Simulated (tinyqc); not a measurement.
Resistance of a tapered via with liner, size effect and interface: one step of the calculation.

A round via whose diameter grows from db at the bottom as D(z) = db + 2 z/tan(ang). The fill, of diameter D - 2 tl, starts above the bottom liner (thickness fb tl) and has rho = rho0 (1 + ks lam/(D - 2 tl)); the sidewall liner conducts in parallel with it. The bottom liner and the interface are crossed over the full area pi db^2/4. Spreading in the lines above and below is left out.

Task. Total resistance. R_fill = sum of the slices; R_bottom = rl fb tl/(pi db^2/4); R_interface = ri/(pi db^2/4); ballistic (Sharvin) limit 1/(Sb pi (db - 2 tl)^2/4); ideal cylinder rho0 hv/(pi db^2/4).

Values chosen for this exercise; fill metal close to tungsten: diameter at the bottom db = 48 nm; height hv = 140 nm; bulk resistivity of the fill rho0 = 5.31 uohm cm; liner on the sidewall tl = 2.4 nm; liner at the bottom over that on the sidewall fb = 1; resistivity of the liner rl = 270 uohm cm; interface resistivity at the bottom ri = 5.8e-13 ohm cm^2; ballistic conductance per area, about 3/(4 rho0 lam) Sb = 9.1e14 S/m^2.

| slice | slice resistance (ohm) |
|---|---|
| 0 | 0.87276665 |
| 1 | 0.84580921 |
| 2 | 0.82006125 |
| 3 | 0.79545238 |
| 4 | 0.77191723 |
| 5 | 0.74939501 |
| 6 | 0.72782911 |
| 7 | 0.70716681 |

Give: parts; R; shares; ballistic limit; ideal cylinder.

Result.

parts (ohm): fill 6.2904, bottom liner 3.5810, interface 0.032052
R = 9.9034 ohm
shares (%): fill 63.517, bottom liner 36.159, interface 0.324
ballistic limit = 0.74972 ohm
ideal cylinder = 4.1082 ohm

The fill is the largest part, and R is 2.41 times the ideal cylinder. With 2000 slices R = 9.9038 ohm.

Computed by the program tinyqc: `OMP_NUM_THREADS=1 python tinyqc.py 2750009 2750010 out.jsonl`, one thread of a shared Intel Xeon 2.30GHz, about 0.01 s for the whole run.
